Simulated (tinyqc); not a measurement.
Worked calculation: hopping conduction between localised states. Computed by tinyqc, a small Python program that keeps every step. Command: `OMP_NUM_THREADS=1 python tinyqc.py 3014061 3014062 out.jsonl hop walk`. One thread of a shared host (Intel(R) Xeon(R) Processor @ 2.30GHz), about 0.01 s of CPU time with the checks. Intermediate numbers are printed to about 5 digits and carried at full precision; extremes and crossings named in words are read from the listed rows.

Energies are counted from the Fermi level. A small network shows the mechanism; the laws of an infinite system follow.

Inputs (values chosen for the exercise, for a model amorphous semiconductor):
```
quantity                                    value          unit
localisation length xi                        2.8            nm
density of states g_0                     2.9e+19   1/(eV cm^3)
permittivity eps                              8.5             -
activation energy E_a to extended states    0.067            eV
prefactor of activated conduction              30          S/cm
prefactor of hopping                        0.019          S/cm
conductance scale G_0                           1  microsiemens
temperature T                                  20             K
```

Dimension: 3D.

sites of the small network (nm, nm, meV):
```
       x     y  energy
1      0  3.95   -1.02
2   4.06  0.29   -4.32
3   8.61  6.85    6.14
4  14.48  4.94    7.08
5  19.79  4.57   10.27
6     23  6.82   -0.96
```

Constants: k_B = 8.617333262e-05 eV/K; e^2/(4 pi eps_0) = 14.39964548 eV angstrom.

## Pair exponents

Miller-Abrahams exponent s_ij = 2 r_ij/xi + (|E_i| + |E_j| + |E_i - E_j|)/(2 k_B T); G_ij = G_0 exp(-s_ij). The diagonal is set to 0 and not used.

s_ij, lower triangle (symmetric):
```
        1       2       3       4      5      6
1   0.000
2   6.411   0.000
3  10.644  11.772   0.000
4  15.067  14.765   8.517   0.000
5  20.693  20.110  14.109   9.761  0.000
6  17.148  16.817  14.398  10.897  9.316  0.000
```

## Kirchhoff solution

Site 1 is held at potential 1 and site 6 at 0; Kirchhoff's law sum_j G_ij (u_i - u_j) = 0 fixes the others; G = sum_j G_1j (1 - u_j). G_ij = G_0 exp(-s_ij).

potentials: 1.0000  0.9971  0.4265  0.3384  0.1337  0.0000

conductance G = 1.8613e-05 microsiemens

-ln(G/G_0) = 10.892

## Critical path

Critical exponent s_c: the smallest value such that bonds with s_ij <= s_c connect site 1 with site 6.

critical exponent s_c = 10.644

One such path is 1-3-4-5-6. -ln(G/G_0) = 10.89 against s_c = 10.64: the hardest unavoidable hop sets the conductance.

## The network against temperature

Miller-Abrahams exponent s_ij = 2 r_ij/xi + (|E_i| + |E_j| + |E_i - E_j|)/(2 k_B T); G_ij = G_0 exp(-s_ij). Site 1 is held at potential 1 and site 6 at 0; Kirchhoff's law sum_j G_ij (u_i - u_j) = 0 fixes the others; G = sum_j G_1j (1 - u_j). The last column is the length of the critical bond.

Network:
```
T (K)  -ln(G/G_0)     s_c  critical hop (nm)
6          18.480  18.529             23.178
9          16.450  16.599              8.725
14         12.971  12.424              9.085
20         10.892  10.644              9.085
30          9.230   9.259              9.085
50          7.872   8.130              7.983
100         6.843   6.916              7.983
300         6.159   6.107              7.983
```

-ln(G/G_0) follows s_c within 0.6. The critical hop is 23.2 nm long at the lowest T and 7.98 nm at the highest: on cooling the carrier goes farther to find a site of nearer energy, which is variable-range hopping, though in so small a sample not at every step.

## Variable-range laws

Mott: T_M = 21.2/(k_B g_0 xi^3), exponent (T_M/T)^(1/4), mean hop r = (3/8) xi times the exponent. Efros-Shklovskii: T_ES = 2.8 e^2/(4 pi eps eps_0 k_B xi), exponent (T_ES/T)^(1/2). Coulomb gap width g_0^(1/2) (e^2/(4 pi eps eps_0))^(3/2). The numerical coefficients come from percolation theory and are given.

T_M = 3.8645e+05 K

T_ES = 1965.9 K

Mott exponent = 11.790

Efros-Shklovskii exponent = 9.9144

mean hop by the Mott formula = 12.380 nm

Coulomb gap = 11.874 meV

The larger exponent, here Mott, is the one that limits; the two are equal at T = 10.0 K, below which the Coulomb gap rules.

## Total conductivity

sigma = s_1 exp(-E_a/k_B T) + s_2 exp(-larger of the two exponents); reduced activation energy w = d ln(sigma)/d ln(T) by a central difference of +/- 1 %.

activated part = 3.9252e-16 S/cm

hopping part = 1.4401e-07 S/cm

conductivity = 1.4401e-07 S/cm

reduced activation energy w = 2.9475

Hopping carries 100 %. For sigma = s exp(-(T_0/T)^p), w = p (T_0/T)^p, so the slope of ln w against ln T gives -p.

Checks made by the program: current leaving the first site against current entering the last (relative difference below 1e-10).
